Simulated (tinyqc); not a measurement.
Straight dislocations in isotropic elasticity: fields, energies, partials, Peierls stress and walls: one step, computed by the program tinyqc. Command: `OMP_NUM_THREADS=1 python tinyqc.py 3012115 3012116 out.jsonl disloc walk`. One thread of a shared host (Intel(R) Xeon(R) Processor @ 2.30GHz), about 0.01 s of CPU time with the checks.

The line runs along z, the glide plane is y = 0, and beta is the angle between b and the line (0 screw, 90 degrees edge): b_e = b sin(beta) along +x with the extra half plane at y > 0, b_s = b cos(beta). Stress is positive in tension.

Question. Line energy and line tension. Energy factor K = G [cos^2(beta) + sin^2(beta)/(1 - nu)]. E = K b^2/(4 pi) ln(R/r0) with R = 1/(2 sqrt(rho)); tension T = E + d^2E/d(beta)^2 = G b^2 [1 + nu - 3 nu sin^2(beta)]/(4 pi (1 - nu)) ln(R/r0). The core energy is taken into r0.

Inputs (values chosen for the exercise, for a model fcc or diamond crystal):
```
quantity                 value      unit
shear modulus G           42.5       GPa
Poisson ratio nu         0.336         -
Burgers vector b         2.463  angstrom
dislocation density rho  8e+11     1/m^2
core radius r0/b           0.5         -
```

Character: screw.

Constants: 1 eV/angstrom^3 = 160.2176634 GPa.

Give: energy factor K; ln(R/r0); line energy E; line tension T; stored energy rho E.

Answer.

energy factor K = 42.5 GPa

ln(R/r0) = 8.421

line energy E = 10.78 eV/nm

line tension T = 21.70 eV/nm

stored energy rho E = 1.382 kJ/m^3

T/E = 2.01: bowing turns parts of the line towards the costlier edge character, so it is stiff.
